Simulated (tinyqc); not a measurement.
Crystal pulling from the melt: segregation, interface stability, heat balance and point-defect regime: one step, computed by the program tinyqc. Command: `OMP_NUM_THREADS=1 python tinyqc.py 3012174 3012175 out.jsonl pull walk`. One thread of a shared host (Intel(R) Xeon(R) Processor @ 2.30GHz), about 0.01 s of CPU time with the checks.

A dilute solute; steady pulling with a flat interface unless it is found unstable.

Problem. Concentration at the frozen fraction g. Axial profile: C_s = k_eff C0 (1 - g)^(k_eff - 1); bulk melt C_L = C_s/k_eff. Usable fraction: the g at which C_s has changed by 30 % from its first value (0.99 at most).

Inputs (values chosen for the exercise, modelled on boron in silicon): initial melt concentration C0 = 3.5e+17 1/cm^3; frozen fraction g = 0.36.

Loss from the melt surface: none.

k_eff = 0.8509125

Give: C_s; C_L; usable fraction.

Solution.

C_s = 3.1831e+17 1/cm^3

C_L = 3.7408e+17 1/cm^3

usable fraction = 0.82792

C_s rises along the crystal.
